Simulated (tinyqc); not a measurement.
Conduction-band offset of an n-N heterojunction from carrier-profile moments: two steps of the calculation.

Layer 1 (x < 0) accumulates electrons and layer 2 (x > 0) is depleted. Boltzmann statistics. The bands bend down by V1 in layer 1 and up by V2 in layer 2, with V1 + V2 = VD = dE + Vt ln[(N2/Nc2)/(N1/Nc1)].

Parameters, values chosen for the exercise; values of the order of III-V alloys: temperature T = 300 K; relative permittivity of both layers eps_r = 12.2; density of states of the narrow-gap layer 1 Nc1 = 2.9e17 cm^-3; density of states of the wide-gap layer 2 Nc2 = 1.2e18 cm^-3; conduction-band offset dE = 0.14 eV; donor density in layer 1 N1 = 1.9e15 cm^-3; donor density in layer 2 N2 = 4.4e16 cm^-3; fixed charge at the interface si = 0 cm^-2.

Constants: q = 1.602176634e-19 C, kB = 1.380649e-23 J/K, Vt = kB T/q, eps0 = 8.8541878128e-14 F/cm where lengths are in cm. Results are converted to the units shown.

Task 1. Division of the diffusion potential. Sheet densities from the first integral: Q1 = sqrt((2 eps0 eps_r Vt N1/q)(exp(u1) - u1 - 1)) extra electrons, Q2 = sqrt((2 eps0 eps_r Vt N2/q)(exp(-u2) + u2 - 1)) missing ones, u = V/Vt; neutrality Q1 = Q2 + si. Q1 - Q2 rises steadily with V1, so V1 follows by bisection.

Find: VD; V1; V2; Q1; n at x = 0-; n at x = 0+.

Result 1.

VD = 0.1845 V
V1 = 0.1037 V
V2 = 0.08080 V
Q1 = 1.824e11 cm^-2
n at x = 0- = 1.050e17 cm^-3
n at x = 0+ = 1.932e15 cm^-3

n drops across the interface by 54.3 = (Nc1/Nc2) exp(dE/Vt).

Task 2. Offset from the moments. A C-V profile smears n(x) but keeps its zeroth and first moments: si = -int (N - n) dx, VD = (q/(eps0 eps_r)) int (N - n) x dx, dE = VD - Vt ln[(N2/Nc2)/(N1/Nc1)]. Use the trapezoidal rule on each side.

-x, left point 0 to 9 (nm): [0, 2.21, 13.4, 38.5, 81.4, 145, 234, 349, 494, 670]
x, right point 0 to 9 (nm): [0, 10.4, 25.6, 43.3, 63, 84.2, 107, 130, 155, 181]
n in layer 1, left point 0 to 9 (cm^-3): [1.04983e17, 8.44280e16, 3.72111e16, 1.32098e16, 5.56739e15, 3.14292e15, 2.29432e15, 2.00846e15, 1.92318e15, 1.90367e15]
n in layer 2, right point 0 to 9 (cm^-3): [1.93199e15, 5.04887e15, 1.34512e16, 2.55925e16, 3.55680e16, 4.08195e16, 4.29537e16, 4.36669e16, 4.39048e16, 4.39742e16]

Give: si; VD; dE.

Result 2.

si = 1.994e10 cm^-2
VD = 0.1845 V
dE = 0.1400 eV

On these few points dE comes out -0.015 meV from the true 0.14 eV, and si misses by 2.0e10 cm^-2, 11 % of Q1.

tinyqc, about 0.1 s, one thread, Intel Xeon 2.30GHz (shared host): `OMP_NUM_THREADS=1 python tinyqc.py 2410105 2410106 out.jsonl`
